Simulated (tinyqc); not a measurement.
Leakage through a gate insulator: direct, Fowler-Nordheim, trap-assisted and Poole-Frenkel currents: one step, computed by the program tinyqc.

Electrons enter from the cathode Fermi level at x = 0; the conduction band of the insulator lies phi_b - e F x above it, F = V/t. WKB exponents use a parabolic band with mass m.

Question. One trap at several depths. For a level a distance phi(x) below the band, the WKB exponent is 2 int kappa dx with kappa = sqrt(m phi/(hbar^2/2m_0)); for a linear barrier from phi_1 down to phi_2 = max(phi_1 - e F d, 0) it is G = (4/3) sqrt(m/(hbar^2/2m_0)) (phi_1^(3/2) - phi_2^(3/2))/(e F). A trap at depth x lies phi_t below the band. Capture: tunnel at the cathode Fermi level from 0 to x (G_in from phi_1 = phi_b), rate nu_0 exp(-G_in - E_c/k_B T) with E_c = E_a + max(phi_b - phi_t - e F x, 0), the last term being the height of the trap above the cathode Fermi level. Emission: tunnel from the trap level to the anode (G_out from phi_1 = phi_t over t - x), rate nu_0 exp(-G_out - E_a/k_B T). Re-emission to the cathode follows from detailed balance, rate_back = rate_in exp(dE/k_B T) with dE = phi_b - phi_t - e F x. Each trap passes R = rate_in rate_out/(rate_in + rate_back + rate_out) electrons per second; filling from the anode is left out. Depths: t times 0.08, 0.2, 0.32, 0.44, 0.56, 0.68, 0.8 and 0.92, rounded to 0.01 nm.

Inputs (values chosen for the exercise, with an insulator like SiO2):
```
quantity                        value  unit
thickness t                       1.7    nm
barrier phi_b                    3.11    eV
tunnelling mass m                0.39   m_0
voltage across the insulator V   0.35     V
trap depth phi_t                  1.7    eV
attempt rate nu_0               3e+13   1/s
activation of capture E_a        0.13    eV
temperature T                     200     K
```

Constants: k_B = 8.617333262e-05 eV/K; hbar^2/(2 m_0) = 3.80998212 eV angstrom^2.

Give: Rates.

Answer.

Rates:
```
x (nm)   G_in  G_out  E_c (eV)  rate in (1/s)  rate back (1/s)  rate out (1/s)    R (1/s)
0.14     1.58  12.38     1.511      5.160e-26        3.287e+09       6.682e+04  1.049e-30
0.34     3.82  10.87     1.470      5.996e-26        3.503e+08       3.036e+05  5.194e-29
0.54     6.04   9.33     1.429      7.075e-26        3.790e+07       1.411e+06  2.539e-27
0.75     8.36   7.69     1.386      8.556e-26        3.730e+06       7.246e+06  5.648e-26
0.95    10.55   6.11     1.344      1.042e-25        4.164e+05       3.519e+07  1.029e-25
1.16    12.84   4.43     1.301      1.302e-25        4.236e+04       1.892e+08  1.302e-25
1.36    15.00   2.81     1.260      1.636e-25        4.881e+03       9.596e+08  1.636e-25
1.56    17.14   1.16     1.219      2.088e-25        5.714e+02       4.968e+09  2.088e-25
```

The most effective of these traps sits at 1.56 nm, 92 % of the way; where rate back exceeds rate out, re-emission drains the trap, and elsewhere the slower forward step limits R.
